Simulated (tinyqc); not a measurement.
Finite square well with mass mismatch (envelope functions): one step. Mass in the plane and density of states. Two cases, with inputs chosen for the exercise.

Question. To first order in the in-plane energy, 1/m_par = (1 - Pb)/mw + Pb/mb for each subband. Each adds a step D = m_par/(2 pi c) to the density of states per area (spin included, one valley); 1/angstrom^2 = 1e16/cm^2.

Constants: hbar^2/2m0 = 3.80998211 eV angstrom^2.

Give: Subbands.

Case 1.

Values chosen (out of a larger set: near those of a GaAs well in AlGaAs; not measured data): mw = 0.0655 m0 (mass in the well); mb = 0.0911 m0 (mass in the barrier).

Levels:

| n | parity | E (eV) | k (1/angstrom) | kappa (1/angstrom) | Pb |
|---|---|---|---|---|---|
| 1 | even | 0.010930 | 0.0137082 | 0.0731963 | 0.007570 |
| 2 | odd | 0.043617 | 0.0273835 | 0.0676471 | 0.030894 |
| 3 | even | 0.097504 | 0.0409421 | 0.0573381 | 0.074099 |
| 4 | odd | 0.170278 | 0.0541051 | 0.0393392 | 0.161584 |

Answer.

Subbands:

| n | m_par (m0) | D (1e13/(eV cm^2)) |
|---|---|---|
| 1 | 0.0656 | 2.742 |
| 2 | 0.0661 | 2.760 |
| 3 | 0.0669 | 2.794 |
| 4 | 0.0686 | 2.866 |

Case 2.

Values chosen (out of a larger set: near those of a strained Si well in SiGe; not measured data): mw = 0.916 m0 (mass in the well); mb = 0.932 m0 (mass in the barrier).

Levels:

| n | parity | E (eV) | k (1/angstrom) | kappa (1/angstrom) | Pb |
|---|---|---|---|---|---|
| 1 | even | 0.007528 | 0.0425415 | 0.2036086 | 0.005741 |
| 2 | odd | 0.029931 | 0.0848296 | 0.1896736 | 0.024216 |
| 3 | even | 0.066561 | 0.1265015 | 0.1643645 | 0.060621 |
| 4 | odd | 0.115714 | 0.1667934 | 0.1224412 | 0.133559 |
| 5 | even | 0.170368 | 0.2023859 | 0.0402784 | 0.420672 |

Answer.

Subbands:

| n | m_par (m0) | D (1e13/(eV cm^2)) |
|---|---|---|
| 1 | 0.9161 | 38.268 |
| 2 | 0.9164 | 38.280 |
| 3 | 0.9170 | 38.304 |
| 4 | 0.9181 | 38.352 |
| 5 | 0.9227 | 38.543 |

The mass is taken as isotropic here; the valleys of Si are not, and in the plane they have mt, about 0.19 m0, so their real steps are about five times smaller.

Computed by tinyqc, one run a case: `OMP_NUM_THREADS=1 python tinyqc.py N N+1 out.jsonl` with N = 1282119, 1282370; one thread of a shared Intel(R) Xeon(R) Processor @ 2.30GHz, about 0.01 s a run at most.
